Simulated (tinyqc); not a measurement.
Capillary instabilities by surface diffusion: grooving and agglomeration of films, edge retraction, wire break-up and smoothing of roughness: one step, computed by the program tinyqc.

Isotropic surface energy; shapes change by surface diffusion alone.

Problem. The Mullins constant. B = D_s nu gamma_s Omega^2/(k_B T), D_s = D0 exp(-Q/(k_B T)).

Inputs (values chosen for the exercise, for a model film):
```
quantity                  value        unit
surface energy gamma_s     2.89       J/m^2
atomic volume Omega        13.6  angstrom^3
surface sites nu            7.6      1/nm^2
prefactor D0            6.4e-06       m^2/s
activation energy Q         2.3          eV
temperature T               980           K
time t                      220           s
```

Constants: k_B = 8.617333262e-05 eV/K; k_B = 1.380649e-23 J/K.

Give: D_s; B; length (B t)^(1/4).

Solution.

D_s = 9.5089e-18 m^2/s

B = 2.8550 nm^4/s

length (B t)^(1/4) = 5.0062 nm

Lengths grow as t^(1/4): doubling one takes 16 times as long, or roughly 120 K more.
